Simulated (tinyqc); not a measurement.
Depletion-mode phase shifter in a rib waveguide and its Mach-Zehnder modulator: two steps of the calculation.

A lateral p-n junction at x0 in a waveguide whose mode intensity is a Gaussian of rms width s about x = 0; p side at smaller x. Reverse bias removes carriers and raises the index. Abrupt junction, doping uniform over the whole mode, lumped electrode (no travelling-wave effects).

Parameters, values chosen for the exercise; values close to those of silicon near 1550 nm: wavelength lam = 1550 nm; acceptor density Na = 1.2e18 cm^-3; donor density Nd = 8.7e17 cm^-3; length of the phase shifter L = 5 mm.

Problem 1. Index and absorption of the doped regions. Free-carrier changes (empirical, N and P in cm^-3): |dn| = 8.5e-18 P^0.8 for holes, 8.8e-22 N for electrons; absorption 6e-18 P and 8.5e-18 N in 1/cm.

Wanted: dn_h; dn_e; a_h; a_e.

Solution 1.

dn_h = 0.0024704
dn_e = 7.6560e-4
a_h = 7.2000 1/cm
a_e = 7.3950 1/cm

Index change per unit absorption: holes 3.43 um, electrons 1.04 um, a ratio of 3.31.

Problem 2. Mach-Zehnder modulator. One arm driven from 0 to V: phase 2 pi dneff L/lam; biased at quadrature the output swings between [1 -+ sin(phase/2)]/2; extinction ratio in dB; insertion loss = loss x L.

dneff = 1.3938388e-4
loss = 23.014218 dB/cm

Wanted: phase; extinction ratio; insertion loss.

Solution 2.

phase = 0.89925 pi
extinction ratio = 22.015 dB
insertion loss = 11.507 dB

Computed by the program tinyqc: `OMP_NUM_THREADS=1 python tinyqc.py 2650101 2650102 out.jsonl`, one thread of a shared Intel Xeon 2.30GHz, about 0.01 s for the whole run.
